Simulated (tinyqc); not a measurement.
# Model parameters from four stresses

Question. The threshold shift of a transistor under bias-temperature stress follows dV = A (V/V0)^g exp[-(Ea q/kB)(1/T - 1/T0)] (t/1 s)^n. Find n, A, g and Ea.

Values chosen for this exercise: reference stress voltage V0 = 1.6 V; reference temperature T0 = 373 K.

Constants: q = 1.602176634e-19 C, kB = 1.380649e-23 J/K. Results are converted to the units shown.

dV at (V0, T0, 10 s), (V0, T0, 1000 s), (1.3 V, T0, 1000 s) and (V0, 398 K, 1000 s) (mV): [6.2052293, 11.291661, 4.2552754, 15.741228]

Answer. Each pair differs in one condition, and the logarithm of its ratio gives one exponent.

n = 0.130
A = 4.60 mV
g = 4.70
Ea = 0.170 eV

Computed by the program tinyqc: `OMP_NUM_THREADS=1 python tinyqc.py 2070131 2070132 out.jsonl`, one thread of a shared Intel Xeon 2.30GHz, about 0.01 s for the whole run.
